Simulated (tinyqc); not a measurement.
Worked calculation (part 1 of 2): ROHF in the sto-6g basis, for BeH, spin multiplicity 2. Computed by tinyqc, a small Python program that keeps every step (integrals from PySCF). Settings: charge = 0, multiplicity = 2, basis = sto-6g, energy threshold = 1e-08, iteration cap = 55, orthogonalisation = canonical, start = highest core orbitals, DIIS depth = 4, DIIS from iteration = 2, method = ROHF. Command: `OMP_NUM_THREADS=1 python tinyqc.py 22227 22228 out.jsonl` (the two numbers bound the seeds that draw the settings). One thread of a shared host (Intel(R) Xeon(R) Processor @ 2.60GHz), about 0.1 s of CPU time with the checks. Later iterations appear only in the table of the cycle.

## One-electron integrals

Geometry (angstrom):
```
atom         x         y         z
Be    0.000000  0.000000  0.000000
H     0.000000  0.000000  1.155000
```

Basis sto-6g: exponents (1/bohr^2) and contraction coefficients of normalised primitives:
```
element  l (shell)    exponent  coefficient
Be           s (1)  312.870494     0.009164
Be           s (1)   57.364463     0.049361
Be           s (1)   16.048509     0.168538
Be           s (1)    5.513096     0.370563
Be           s (1)    2.140897     0.416492
Be           s (1)    0.881739     0.130334
Be           s (2)   13.633247    -0.013253
Be           s (2)    2.698375    -0.046992
Be           s (2)    0.838653    -0.033785
Be           s (2)    0.322660     0.250242
Be           s (2)    0.140131     0.595117
Be           s (2)    0.064233     0.240706
Be           p (3)   13.633247     0.003760
Be           p (3)    2.698375     0.037679
Be           p (3)    0.838653     0.173897
Be           p (3)    0.322660     0.418036
Be           p (3)    0.140131     0.425860
Be           p (3)    0.064233     0.101708
H            s (1)   35.523221     0.009164
H            s (1)    6.513144     0.049361
H            s (1)    1.822143     0.168538
H            s (1)    0.625955     0.370563
H            s (1)    0.243077     0.416492
H            s (1)    0.100112     0.130334
```

Overlap, kinetic and nuclear-attraction integrals over the contracted functions; the nuclear repulsion is the sum of Za Zb / Rab.

nuclear repulsion = 1.83264835 hartree

overlap S, order 1Be 1s, 1Be 2s, 1Be 2px, 1Be 2py, 1Be 2pz, 2H 1s:
$$\begin{pmatrix}
1.000000 & 0.254764 & 0.000000 & 0.000000 & 0.000000 & 0.108006 \\
0.254764 & 1.000000 & 0.000000 & 0.000000 & 0.000000 & 0.536464 \\
0.000000 & 0.000000 & 1.000000 & 0.000000 & 0.000000 & 0.000000 \\
0.000000 & 0.000000 & 0.000000 & 1.000000 & 0.000000 & 0.000000 \\
0.000000 & 0.000000 & 0.000000 & 0.000000 & 1.000000 & 0.568924 \\
0.108006 & 0.536464 & 0.000000 & 0.000000 & 0.568924 & 1.000000
\end{pmatrix}$$

kinetic energy T (hartree), order 1Be 1s, 1Be 2s, 1Be 2px, 1Be 2py, 1Be 2pz, 2H 1s:
$$\begin{pmatrix}
6.768753 & -0.207382 & 0.000000 & 0.000000 & 0.000000 & -0.009347 \\
-0.207382 & 0.220121 & 0.000000 & 0.000000 & 0.000000 & 0.099968 \\
0.000000 & 0.000000 & 0.661265 & 0.000000 & 0.000000 & 0.000000 \\
0.000000 & 0.000000 & 0.000000 & 0.661265 & 0.000000 & 0.000000 \\
0.000000 & 0.000000 & 0.000000 & 0.000000 & 0.661265 & 0.257260 \\
-0.009347 & 0.099968 & 0.000000 & 0.000000 & 0.257260 & 0.768522
\end{pmatrix}$$

nuclear attraction V (hartree), order 1Be 1s, 1Be 2s, 1Be 2px, 1Be 2py, 1Be 2pz, 2H 1s:
$$\begin{pmatrix}
-15.172953 & -1.767397 & 0.000000 & 0.000000 & -0.025413 & -0.844942 \\
-1.767397 & -2.708822 & 0.000000 & 0.000000 & -0.170417 & -1.561982 \\
0.000000 & 0.000000 & -2.663251 & 0.000000 & 0.000000 & 0.000000 \\
0.000000 & 0.000000 & 0.000000 & -2.663251 & 0.000000 & 0.000000 \\
-0.025413 & -0.170417 & 0.000000 & 0.000000 & -2.799627 & -1.661912 \\
-0.844942 & -1.561982 & 0.000000 & 0.000000 & -1.661912 & -3.041923
\end{pmatrix}$$

core Hamiltonian H = T + V (hartree), order 1Be 1s, 1Be 2s, 1Be 2px, 1Be 2py, 1Be 2pz, 2H 1s:
$$\begin{pmatrix}
-8.404200 & -1.974780 & 0.000000 & 0.000000 & -0.025413 & -0.854290 \\
-1.974780 & -2.488701 & 0.000000 & 0.000000 & -0.170417 & -1.462014 \\
0.000000 & 0.000000 & -2.001985 & 0.000000 & 0.000000 & 0.000000 \\
0.000000 & 0.000000 & 0.000000 & -2.001985 & 0.000000 & 0.000000 \\
-0.025413 & -0.170417 & 0.000000 & 0.000000 & -2.138362 & -1.404652 \\
-0.854290 & -1.462014 & 0.000000 & 0.000000 & -1.404652 & -2.273401
\end{pmatrix}$$

## Two-electron integrals

Functions are numbered as in S; the eight-fold symmetry (ij|kl) = (ji|kl) = (kl|ij) leaves the list below.

Two-electron integrals (ij|kl) in chemists' order, unique and non-zero (hartree):
```
(11|11) 2.299996   (21|11) 0.361879   (21|21) 0.071926   (22|11) 0.570332
(22|21) 0.139654   (22|22) 0.417773   (31|31) 0.015252   (32|31) 0.022555
(32|32) 0.092340   (33|11) 0.570332   (33|21) 0.139654   (33|22) 0.417773
(33|33) 0.450117   (41|41) 0.015252   (42|41) 0.022555   (42|42) 0.092340
(43|43) 0.024258   (44|11) 0.570332   (44|21) 0.139654   (44|22) 0.417773
(44|33) 0.401601   (44|44) 0.450117   (51|51) 0.015252   (52|51) 0.022555
(52|52) 0.092340   (53|53) 0.024258   (54|54) 0.024258   (55|11) 0.570332
(55|21) 0.139654   (55|22) 0.417773   (55|33) 0.401601   (55|44) 0.401601
(55|55) 0.450117   (61|11) 0.160625   (61|21) 0.030843   (61|22) 0.059086
(61|33) 0.058614   (61|44) 0.058614   (61|51) 0.003015   (61|52) 0.005644
(61|55) 0.060030   (61|61) 0.013976   (62|11) 0.284882   (62|21) 0.070271
(62|22) 0.218305   (62|33) 0.211293   (62|44) 0.211293   (62|51) 0.009776
(62|52) 0.050589   (62|55) 0.232329   (62|61) 0.032701   (62|62) 0.152501
(63|31) 0.007942   (63|32) 0.033004   (63|53) 0.009560   (63|63) 0.016971
(64|41) 0.007942   (64|42) 0.033004   (64|54) 0.009560   (64|64) 0.016971
(65|11) 0.274766   (65|21) 0.068835   (65|22) 0.223974   (65|33) 0.211091
(65|44) 0.211091   (65|51) 0.016275   (65|52) 0.080246   (65|55) 0.249739
(65|61) 0.034095   (65|62) 0.180213   (65|65) 0.224670   (66|11) 0.449193
(66|21) 0.113106   (66|22) 0.382661   (66|33) 0.356002   (66|44) 0.356002
(66|51) 0.021471   (66|52) 0.130710   (66|55) 0.435978   (66|61) 0.055172
(66|62) 0.320403   (66|65) 0.406694   (66|66) 0.774999
```

## Orthogonalisation

S = U s U^T; canonical form X = U s^(-1/2), so that X^T S X = 1. Each column of U has its largest component positive (the first on a tie).

eigenvalues of S: [0.214921, 0.795406, 1.000000, 1.000000, 1.157092, 1.832581]

X, order 1Be 1s, 1Be 2s, 1Be 2px, 1Be 2py, 1Be 2pz, 2H 1s:
$$\begin{pmatrix}
0.141955 & 0.820264 & 0.000000 & 0.000000 & 0.588294 & 0.180999 \\
-1.077142 & -0.588783 & 0.000000 & 0.000000 & 0.428053 & 0.378751 \\
0.000000 & 0.000000 & 0.808499 & 0.588498 & 0.000000 & 0.000000 \\
0.000000 & 0.000000 & -0.588498 & 0.808499 & 0.000000 & 0.000000 \\
-1.093465 & 0.458802 & 0.000000 & 0.000000 & -0.557845 & 0.342933 \\
1.508912 & -0.164992 & 0.000000 & 0.000000 & -0.154032 & 0.501859
\end{pmatrix}$$

Within a degenerate level the vectors are fixed only up to a rotation; this is one choice.

## Starting guess

The start is the highest orbitals of the core Hamiltonian (a deliberately bad start); D(s) = C_occ C_occ^T for each spin.

D(alpha) at the start, order 1Be 1s, 1Be 2s, 1Be 2px, 1Be 2py, 1Be 2pz, 2H 1s:
$$\begin{pmatrix}
0.033070 & -0.201037 & 0.000000 & 0.000000 & 0.029560 & 0.128976 \\
-0.201037 & 1.561884 & 0.000000 & 0.000000 & 0.555111 & -1.595943 \\
0.000000 & 0.000000 & 0.222621 & -0.416006 & 0.000000 & 0.000000 \\
0.000000 & 0.000000 & -0.416006 & 0.777379 & 0.000000 & 0.000000 \\
0.029560 & 0.555111 & 0.000000 & 0.000000 & 1.615628 & -1.640611 \\
0.128976 & -1.595943 & 0.000000 & 0.000000 & -1.640611 & 2.443089
\end{pmatrix}$$

D(beta) at the start, order 1Be 1s, 1Be 2s, 1Be 2px, 1Be 2py, 1Be 2pz, 2H 1s:
$$\begin{pmatrix}
0.033070 & -0.201037 & 0.000000 & 0.000000 & 0.029560 & 0.128976 \\
-0.201037 & 1.561884 & 0.000000 & 0.000000 & 0.555111 & -1.595943 \\
0.000000 & 0.000000 & 0.000000 & 0.000000 & 0.000000 & 0.000000 \\
0.000000 & 0.000000 & 0.000000 & 0.000000 & 0.000000 & 0.000000 \\
0.029560 & 0.555111 & 0.000000 & 0.000000 & 1.615628 & -1.640611 \\
0.128976 & -1.595943 & 0.000000 & 0.000000 & -1.640611 & 2.443089
\end{pmatrix}$$

## Iteration 1: building the Fock matrix

J_ij = sum D_kl (ij|kl) with D = D(alpha) + D(beta), K_ij = sum D_kl (ik|jl) for each spin; F = H + J - K(s); E = tr D H + tr D J / 2 - 0.5 sum_s tr D(s) K(s) + E_nn.

Coulomb J (hartree), order 1Be 1s, 1Be 2s, 1Be 2px, 1Be 2py, 1Be 2pz, 2H 1s:
$$\begin{pmatrix}
2.711867 & 0.661496 & 0.000000 & 0.000000 & -0.010854 & 0.280160 \\
0.661496 & 2.034960 & 0.000000 & 0.000000 & -0.000275 & 1.146006 \\
0.000000 & 0.000000 & 1.976132 & -0.020183 & 0.000000 & 0.000000 \\
0.000000 & 0.000000 & -0.020183 & 2.003046 & 0.000000 & 0.000000 \\
-0.010854 & -0.000275 & 0.000000 & 0.000000 & 2.125692 & 1.240577 \\
0.280160 & 1.146006 & 0.000000 & 0.000000 & 1.240577 & 2.292585
\end{pmatrix}$$

exchange K(alpha) (hartree), order 1Be 1s, 1Be 2s, 1Be 2px, 1Be 2py, 1Be 2pz, 2H 1s:
$$\begin{pmatrix}
0.050030 & 0.048834 & 0.000000 & 0.000000 & -0.017575 & 0.008346 \\
0.048834 & 0.368168 & 0.000000 & 0.000000 & -0.212620 & 0.070634 \\
0.000000 & 0.000000 & 0.200711 & -0.177160 & 0.000000 & 0.000000 \\
0.000000 & 0.000000 & -0.177160 & 0.436960 & 0.000000 & 0.000000 \\
-0.017575 & -0.212620 & 0.000000 & 0.000000 & 0.364639 & 0.085506 \\
0.008346 & 0.070634 & 0.000000 & 0.000000 & 0.085506 & 0.358026
\end{pmatrix}$$

exchange K(beta) (hartree), order 1Be 1s, 1Be 2s, 1Be 2px, 1Be 2py, 1Be 2pz, 2H 1s:
$$\begin{pmatrix}
0.034778 & 0.026279 & 0.000000 & 0.000000 & -0.017575 & 0.000404 \\
0.026279 & 0.275828 & 0.000000 & 0.000000 & -0.212620 & 0.037630 \\
0.000000 & 0.000000 & 0.081648 & 0.000000 & 0.000000 & 0.000000 \\
0.000000 & 0.000000 & 0.000000 & 0.081648 & 0.000000 & 0.000000 \\
-0.017575 & -0.212620 & 0.000000 & 0.000000 & 0.340381 & 0.075945 \\
0.000404 & 0.037630 & 0.000000 & 0.000000 & 0.075945 & 0.341055
\end{pmatrix}$$

F(alpha) (hartree), order 1Be 1s, 1Be 2s, 1Be 2px, 1Be 2py, 1Be 2pz, 2H 1s:
$$\begin{pmatrix}
-5.742362 & -1.362118 & 0.000000 & 0.000000 & -0.018693 & -0.582476 \\
-1.362118 & -0.821909 & 0.000000 & 0.000000 & 0.041927 & -0.386643 \\
0.000000 & 0.000000 & -0.226564 & 0.156977 & 0.000000 & 0.000000 \\
0.000000 & 0.000000 & 0.156977 & -0.435899 & 0.000000 & 0.000000 \\
-0.018693 & 0.041927 & 0.000000 & 0.000000 & -0.377309 & -0.249581 \\
-0.582476 & -0.386643 & 0.000000 & 0.000000 & -0.249581 & -0.338842
\end{pmatrix}$$

F(beta) (hartree), order 1Be 1s, 1Be 2s, 1Be 2px, 1Be 2py, 1Be 2pz, 2H 1s:
$$\begin{pmatrix}
-5.727110 & -1.339564 & 0.000000 & 0.000000 & -0.018693 & -0.574534 \\
-1.339564 & -0.729569 & 0.000000 & 0.000000 & 0.041927 & -0.353639 \\
0.000000 & 0.000000 & -0.107501 & -0.020183 & 0.000000 & 0.000000 \\
0.000000 & 0.000000 & -0.020183 & -0.080587 & 0.000000 & 0.000000 \\
-0.018693 & 0.041927 & 0.000000 & 0.000000 & -0.353051 & -0.240020 \\
-0.574534 & -0.353639 & 0.000000 & 0.000000 & -0.240020 & -0.321871
\end{pmatrix}$$

total energy of this density = -3.31801013 hartree

## Iteration 1: Roothaan effective Fock matrix

With projectors Pc = D(beta) S, Po = (D(alpha) - D(beta)) S, Pv = 1 - D(alpha) S, the block xy is Px^T F Py; with Fc = (F(alpha) + F(beta))/2, the blocks are Fc for cc, oo, vv and cv, F(beta) for co and F(alpha) for ov.

effective F (hartree), order 1Be 1s, 1Be 2s, 1Be 2px, 1Be 2py, 1Be 2pz, 2H 1s:
$$\begin{pmatrix}
-5.734736 & -1.350841 & 0.000000 & 0.000000 & -0.018693 & -0.578505 \\
-1.350841 & -0.775739 & 0.000000 & 0.000000 & 0.041927 & -0.370141 \\
0.000000 & 0.000000 & -0.167033 & 0.068397 & 0.000000 & 0.000000 \\
0.000000 & 0.000000 & 0.068397 & -0.258243 & 0.000000 & 0.000000 \\
-0.018693 & 0.041927 & 0.000000 & 0.000000 & -0.365180 & -0.244800 \\
-0.578505 & -0.370141 & 0.000000 & 0.000000 & -0.244800 & -0.330357
\end{pmatrix}$$

## Iteration 1: diagonalisation and new density

Diagonalise F' = X^T F X, C = X C', fill 3 alpha and 2 beta electrons from the bottom; D(s) = C_occ C_occ^T. Each column has its largest component positive (the first on a tie).

F' = X^T F X (hartree):
$$\begin{pmatrix}
0.076448 & -0.219079 & 0.000000 & 0.000000 & -0.110763 & 0.013581 \\
-0.219079 & -2.823493 & 0.000000 & 0.000000 & -2.351057 & -1.123118 \\
0.000000 & 0.000000 & -0.263708 & 0.064419 & 0.000000 & 0.000000 \\
0.000000 & 0.000000 & 0.064419 & -0.161568 & 0.000000 & 0.000000 \\
-0.110763 & -2.351057 & 0.000000 & 0.000000 & -2.824860 & -1.182369 \\
0.013581 & -1.123118 & 0.000000 & 0.000000 & -1.182369 & -0.932017
\end{pmatrix}$$

orbital energies (hartree): MO1 -5.737314, MO2 -0.505770, MO3 -0.369649, MO4 -0.294845, MO5 -0.130431, MO6 0.108811

coefficients C, order 1Be 1s, 1Be 2s, 1Be 2px, 1Be 2py, 1Be 2pz, 2H 1s:
$$\begin{pmatrix}
1.005595 & -0.227303 & -0.074750 & 0.000000 & 0.000000 & 0.057944 \\
-0.024509 & 0.995157 & 0.164728 & 0.000000 & 0.000000 & -0.903055 \\
0.000000 & 0.000000 & 0.000000 & -0.471827 & 0.881691 & 0.000000 \\
0.000000 & 0.000000 & 0.000000 & 0.881691 & 0.471827 & 0.000000 \\
0.001595 & -0.314387 & 0.728023 & 0.000000 & 0.000000 & -1.098226 \\
0.003728 & -0.041294 & 0.335002 & 0.000000 & 0.000000 & 1.570248
\end{pmatrix}$$

D(alpha) after iteration 1, order 1Be 1s, 1Be 2s, 1Be 2px, 1Be 2py, 1Be 2pz, 2H 1s:
$$\begin{pmatrix}
1.068477 & -0.263162 & 0.000000 & 0.000000 & 0.018645 & -0.011907 \\
-0.263162 & 1.018073 & 0.000000 & 0.000000 & -0.192977 & 0.013999 \\
0.000000 & 0.000000 & 0.000000 & 0.000000 & 0.000000 & 0.000000 \\
0.000000 & 0.000000 & 0.000000 & 0.000000 & 0.000000 & 0.000000 \\
0.018645 & -0.192977 & 0.000000 & 0.000000 & 0.628858 & 0.256877 \\
-0.011907 & 0.013999 & 0.000000 & 0.000000 & 0.256877 & 0.113945
\end{pmatrix}$$

D(beta) after iteration 1, order 1Be 1s, 1Be 2s, 1Be 2px, 1Be 2py, 1Be 2pz, 2H 1s:
$$\begin{pmatrix}
1.062889 & -0.250848 & 0.000000 & 0.000000 & 0.073065 & 0.013135 \\
-0.250848 & 0.990938 & 0.000000 & 0.000000 & -0.312903 & -0.041185 \\
0.000000 & 0.000000 & 0.000000 & 0.000000 & 0.000000 & 0.000000 \\
0.000000 & 0.000000 & 0.000000 & 0.000000 & 0.000000 & 0.000000 \\
0.073065 & -0.312903 & 0.000000 & 0.000000 & 0.098841 & 0.012988 \\
0.013135 & -0.041185 & 0.000000 & 0.000000 & 0.012988 & 0.001719
\end{pmatrix}$$

## Iteration 2: building the Fock matrix

As before.

Coulomb J (hartree), order 1Be 1s, 1Be 2s, 1Be 2px, 1Be 2py, 1Be 2pz, 2H 1s:
$$\begin{pmatrix}
6.276106 & 1.126037 & 0.000000 & 0.000000 & -0.009279 & 0.490914 \\
1.126037 & 2.368764 & 0.000000 & 0.000000 & -0.033596 & 1.219313 \\
0.000000 & 0.000000 & 2.347340 & 0.000000 & 0.000000 & 0.000000 \\
0.000000 & 0.000000 & 0.000000 & 2.347340 & 0.000000 & 0.000000 \\
-0.009279 & -0.033596 & 0.000000 & 0.000000 & 2.411614 & 1.226946 \\
0.490914 & 1.219313 & 0.000000 & 0.000000 & 1.226946 & 2.090702
\end{pmatrix}$$

exchange K(alpha) (hartree), order 1Be 1s, 1Be 2s, 1Be 2px, 1Be 2py, 1Be 2pz, 2H 1s:
$$\begin{pmatrix}
2.350023 & 0.379742 & 0.000000 & 0.000000 & 0.000837 & 0.177409 \\
0.379742 & 0.534547 & 0.000000 & 0.000000 & 0.008320 & 0.342165 \\
0.000000 & 0.000000 & 0.121268 & 0.000000 & 0.000000 & 0.000000 \\
0.000000 & 0.000000 & 0.000000 & 0.121268 & 0.000000 & 0.000000 \\
0.000837 & 0.008320 & 0.000000 & 0.000000 & 0.537257 & 0.368557 \\
0.177409 & 0.342165 & 0.000000 & 0.000000 & 0.368557 & 0.530886
\end{pmatrix}$$

exchange K(beta) (hartree), order 1Be 1s, 1Be 2s, 1Be 2px, 1Be 2py, 1Be 2pz, 2H 1s:
$$\begin{pmatrix}
2.337650 & 0.363222 & 0.000000 & 0.000000 & -0.006339 & 0.159364 \\
0.363222 & 0.414941 & 0.000000 & 0.000000 & -0.153670 & 0.128586 \\
0.000000 & 0.000000 & 0.096563 & 0.000000 & 0.000000 & 0.000000 \\
0.000000 & 0.000000 & 0.000000 & 0.096563 & 0.000000 & 0.000000 \\
-0.006339 & -0.153670 & 0.000000 & 0.000000 & 0.141579 & -0.020874 \\
0.159364 & 0.128586 & 0.000000 & 0.000000 & -0.020874 & 0.050932
\end{pmatrix}$$

F(alpha) (hartree), order 1Be 1s, 1Be 2s, 1Be 2px, 1Be 2py, 1Be 2pz, 2H 1s:
$$\begin{pmatrix}
-4.478117 & -1.228485 & 0.000000 & 0.000000 & -0.035529 & -0.540784 \\
-1.228485 & -0.654484 & 0.000000 & 0.000000 & -0.212333 & -0.584866 \\
0.000000 & 0.000000 & 0.224086 & 0.000000 & 0.000000 & 0.000000 \\
0.000000 & 0.000000 & 0.000000 & 0.224086 & 0.000000 & 0.000000 \\
-0.035529 & -0.212333 & 0.000000 & 0.000000 & -0.264004 & -0.546263 \\
-0.540784 & -0.584866 & 0.000000 & 0.000000 & -0.546263 & -0.713585
\end{pmatrix}$$

F(beta) (hartree), order 1Be 1s, 1Be 2s, 1Be 2px, 1Be 2py, 1Be 2pz, 2H 1s:
$$\begin{pmatrix}
-4.465744 & -1.211964 & 0.000000 & 0.000000 & -0.028353 & -0.522739 \\
-1.211964 & -0.534877 & 0.000000 & 0.000000 & -0.050343 & -0.371287 \\
0.000000 & 0.000000 & 0.248791 & 0.000000 & 0.000000 & 0.000000 \\
0.000000 & 0.000000 & 0.000000 & 0.248791 & 0.000000 & 0.000000 \\
-0.028353 & -0.050343 & 0.000000 & 0.000000 & 0.131673 & -0.156831 \\
-0.522739 & -0.371287 & 0.000000 & 0.000000 & -0.156831 & -0.233631
\end{pmatrix}$$

total energy of this density = -14.71001395 hartree

## Iteration 2: Roothaan effective Fock matrix

As before.

effective F (hartree), order 1Be 1s, 1Be 2s, 1Be 2px, 1Be 2py, 1Be 2pz, 2H 1s:
$$\begin{pmatrix}
-4.471891 & -1.218243 & 0.000000 & 0.000000 & -0.026571 & -0.526950 \\
-1.218243 & -0.579523 & 0.000000 & 0.000000 & -0.109865 & -0.462228 \\
0.000000 & 0.000000 & 0.236439 & 0.000000 & 0.000000 & 0.000000 \\
0.000000 & 0.000000 & 0.000000 & 0.236439 & 0.000000 & 0.000000 \\
-0.026571 & -0.109865 & 0.000000 & 0.000000 & -0.065728 & -0.361148 \\
-0.526950 & -0.462228 & 0.000000 & 0.000000 & -0.361148 & -0.491303
\end{pmatrix}$$

## Iteration 2: diagonalisation and new density

As before.

F' = X^T F X (hartree):
$$\begin{pmatrix}
0.630838 & -0.175637 & 0.000000 & 0.000000 & 0.082080 & -0.148254 \\
-0.175637 & -1.913366 & 0.000000 & 0.000000 & -1.965260 & -0.858034 \\
0.000000 & 0.000000 & 0.236439 & 0.000000 & 0.000000 & 0.000000 \\
0.000000 & 0.000000 & 0.000000 & 0.236439 & 0.000000 & 0.000000 \\
0.082080 & -1.965260 & 0.000000 & 0.000000 & -2.135231 & -0.974028 \\
-0.148254 & -0.858034 & 0.000000 & 0.000000 & -0.974028 & -0.955737
\end{pmatrix}$$

orbital energies (hartree): MO1 -4.473714, MO2 -0.490769, MO3 -0.101679, MO4 0.236439, MO5 0.236439, MO6 0.692667

coefficients C, order 1Be 1s, 1Be 2s, 1Be 2px, 1Be 2py, 1Be 2pz, 2H 1s:
$$\begin{pmatrix}
0.994515 & -0.172502 & -0.212932 & 0.000000 & 0.000000 & 0.087615 \\
0.022920 & 0.324269 & 0.953811 & 0.000000 & 0.000000 & -0.904517 \\
0.000000 & 0.000000 & 0.000000 & 0.875509 & 0.483201 & 0.000000 \\
0.000000 & 0.000000 & 0.000000 & -0.483201 & 0.875509 & 0.000000 \\
0.009169 & 0.205951 & -0.433887 & 0.000000 & 0.000000 & -1.266571 \\
-0.005253 & 0.689497 & -0.378278 & 0.000000 & 0.000000 & 1.400392
\end{pmatrix}$$

D(alpha) after iteration 2, order 1Be 1s, 1Be 2s, 1Be 2px, 1Be 2py, 1Be 2pz, 2H 1s:
$$\begin{pmatrix}
1.064158 & -0.236239 & 0.000000 & 0.000000 & 0.065980 & -0.043616 \\
-0.236239 & 1.015431 & 0.000000 & 0.000000 & -0.346853 & -0.137344 \\
0.000000 & 0.000000 & 0.000000 & 0.000000 & 0.000000 & 0.000000 \\
0.000000 & 0.000000 & 0.000000 & 0.000000 & 0.000000 & 0.000000 \\
0.065980 & -0.346853 & 0.000000 & 0.000000 & 0.230758 & 0.306084 \\
-0.043616 & -0.137344 & 0.000000 & 0.000000 & 0.306084 & 0.618528
\end{pmatrix}$$

D(beta) after iteration 2, order 1Be 1s, 1Be 2s, 1Be 2px, 1Be 2py, 1Be 2pz, 2H 1s:
$$\begin{pmatrix}
1.018818 & -0.033142 & 0.000000 & 0.000000 & -0.026408 & -0.124163 \\
-0.033142 & 0.105676 & 0.000000 & 0.000000 & 0.066994 & 0.223462 \\
0.000000 & 0.000000 & 0.000000 & 0.000000 & 0.000000 & 0.000000 \\
0.000000 & 0.000000 & 0.000000 & 0.000000 & 0.000000 & 0.000000 \\
-0.026408 & 0.066994 & 0.000000 & 0.000000 & 0.042500 & 0.141954 \\
-0.124163 & 0.223462 & 0.000000 & 0.000000 & 0.141954 & 0.475434
\end{pmatrix}$$

Within a degenerate level the vectors are fixed only up to a rotation; this is one choice.
